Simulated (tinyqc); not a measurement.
Screening length from the swing.

Question. In a simple model of a Schottky-barrier transistor a barrier thinner than d = 4.7 nm is transparent, so the effective barrier is pn - psi (1 - exp(-d/lam)) and the swing beyond flat band is Vt ln 10/(1 - exp(-d/lam)). Find the thermionic swing, lam, and the effective barrier at psi = 0.2 V.

Inputs (values chosen for the exercise): temperature T = 300 K; barrier for electrons at both contacts pn = 0.7 eV.

Constants: q = 1.602176634e-19 C, kB = 1.380649e-23 J/K, Vt = kB T/q. Results are converted to the units shown.

swing in the tunnelling range = 62.238296 mV/decade

Solution. The ratio of the two swings is 1 - exp(-d/lam).

Vt ln 10 = 59.53 mV/decade
lam = 1.500 nm
effective barrier = 0.5087 eV

Program tinyqc, `OMP_NUM_THREADS=1 python tinyqc.py 2390123 2390124 out.jsonl`; Intel Xeon 2.30GHz, shared host, one thread, about 0.09 s.
